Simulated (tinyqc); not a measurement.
## Permittivity and interface capacitance from two thicknesses

Question. 1/C = t/(eps0 ek) + 2/ci for planar capacitors that differ only in thickness. Find ek, ci and the EOT of the interfaces, 2 x 3.9 eps0/ci.

Constants: eps0 = 8.8541878128e-14 F/cm where lengths are in cm. Results are converted to the units shown.

C at t = 4.4 and 13 nm (uF/cm^2): 19.284496  8.7629039

Solution. 1/C is a straight line in t: the slope gives ek and the intercept 2/ci. A single thickness would give only the effective permittivity; when the interfaces are a small part of 1/C, ci needs very accurate data.

ek = 156.0
ci = 100.0 uF/cm^2
EOT of the interfaces = 0.06906 nm

tinyqc, about 0.01 s, one thread, Intel Xeon 2.30GHz (shared host): `OMP_NUM_THREADS=1 python tinyqc.py 2102165 2102166 out.jsonl`
